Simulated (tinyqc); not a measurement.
Threshold of a short bulk MOSFET: charge sharing, barrier lowering, narrow width: one step of the calculation.

n-channel device on a p-type body, depletion approximation, full ionisation. Uniform doping N = Na. Vbi from Boltzmann statistics is rough for the degenerate source. Cox = eps0 eox/tox.

Question. Short-channel and narrow-width shifts. Charge sharing (trapezoid; it ignores Vds): F = (xj/L)(sqrt(1 + 2 Wd/xj) - 1), lowering = body term times F. Barrier lowering: th = exp(-L/(2 l)) + 2 exp(-L/l), lowering = th [2 (Vbi - 2 pB) + Vds], DIBL = th. Narrow width: rise = body term times xw Wd/W. VT by each model = VT0 - lowering + rise.

Values chosen for this exercise; band and dielectric values close to those of silicon:
```
symbol,value,unit,meaning
xj,30,nm,junction depth
Vds,0.5,V,drain-source voltage
W,260,nm,gate width
xw,1.5708,,shape factor of the fringing depletion at the width edges
L,270,nm,channel length
```

2 pB = 0.92176222 V
Wd = 64.343830 nm
body term = 0.65171497 V
VT0 = 0.59347719 V
Vbi = 1.0544554 V
l = 26.495428 nm

Find: F; lowering by charge sharing; th; lowering of the barrier; DIBL; narrow-width rise; VT, charge sharing; VT, barrier lowering.

Answer.

F = 0.1444
lowering by charge sharing = 94.13 mV
th = 0.006201
lowering of the barrier = 4.746 mV
DIBL = 6.201 mV/V
narrow-width rise = 253.3 mV
VT, charge sharing = 0.7527 V
VT, barrier lowering = 0.8421 V

L is 10.2 scale lengths. The charge-sharing lowering is 19.8 times the barrier lowering; the first falls off as 1/L and the second exponentially. Both describe the same loss of gate control, so they are alternatives and are not added.

Numbers from tinyqc (`OMP_NUM_THREADS=1 python tinyqc.py 2002074 2002075 out.jsonl`; about 0.01 s on one thread of a shared Intel Xeon 2.30GHz).
